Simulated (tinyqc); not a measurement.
# Two-junction solar cell, detailed-balance limit: effect of the external radiative efficiency

The top cell takes all photons above E1, the bottom cell those between E2 and E1. Each cell follows J = Jsc - J0 (exp(V/Vt) - 1) with J0 = q ge Phi(gap, T)/ERE; light emitted by one cell and absorbed by the other is left out. In series both carry one current; wired apart (four terminals) each works at its own maximum power point. Efficiencies are counted against Pin = fs X sigma Ts^4.

Photon flux above E from a black body at temperature T into a hemisphere: Phi(E, T) = A sum_k exp(-k E/th)[E^2 th/k + 2 E th^2/k^2 + 2 th^3/k^3], k = 1, 2, ..., with th = kB T/q in eV and A = 2 pi q^3/(h^3 c^2). J1 = q fs X Phi(E1, Ts), J2 = q fs X [Phi(E2, Ts) - Phi(E1, Ts)], J01 and J02 as above; sigma = 2 pi^5 kB^4/(15 h^3 c^2). In series V(J) = Vt [ln((J1 - J)/J01 + 1) + ln((J2 - J)/J02 + 1)], and J V(J) is largest where V = J Vt [1/(J1 - J + J01) + 1/(J2 - J + J02)]. Apart, each cell has (1 + v) exp(v) = 1 + Jsc/J0 at its maximum power point, v = Vmp/Vt.

Values chosen for this exercise: cell temperature T = 280 K; temperature of the black-body sun Ts = 7000 K; share of the hemisphere filled by the sun fs = 2.16e-5; concentration X = 1; number of faces that emit ge = 1; gap of the bottom cell E2 = 1.09 eV; gap of the top cell E1 = 1.73 eV.

Constants: q = 1.602176634e-19 C, kB = 1.380649e-23 J/K, h = 6.62607015e-34 J s, c = 299792458 m/s, Vt = kB T/q. Results are converted to the units shown.

The same in every row: J1 (mA/cm^2) = 69.53; J2 (mA/cm^2) = 46.11.

Result of one run:

| series efficiency (%) | four-terminal efficiency (%) |
|---|---|
| 29.38 | 37.97 |

Which external radiative efficiency ERE gave this result: 1e-5, 0.001, 0.01 or 0.1?

ERE = 0.001.

The whole series:

| ERE | series efficiency (%) | four-terminal efficiency (%) |
|---|---|---|
| 1e-5 | 25.94 | 33.72 |
| 0.0001 | 27.66 | 35.84 |
| 0.001 | 29.38 | 37.97 |
| 0.01 | 31.10 | 40.10 |
| 0.1 | 32.82 | 42.23 |
| 1 | 34.54 | 44.36 |

As ERE goes from 1e-5 to 1, the series efficiency rises from 25.9 to 34.5 %, and the four-terminal one rises from 33.7 to 44.4 %. Among the rows the two lie closest, 7.8 points apart, at ERE = 1e-5, where J1/J2 = 1.51; the spread over the rows is 8.60 points in series and 10.6 apart. For ERE = 0.1 to 1 the top cell has surplus current and is radiative, so luminescent coupling, left out here, would help the series cell.

Computed by the program tinyqc: `OMP_NUM_THREADS=1 python tinyqc.py 2820046 2820047 out.jsonl`, one thread of a shared Intel Xeon 2.30GHz, about 0.01 s for the whole run.
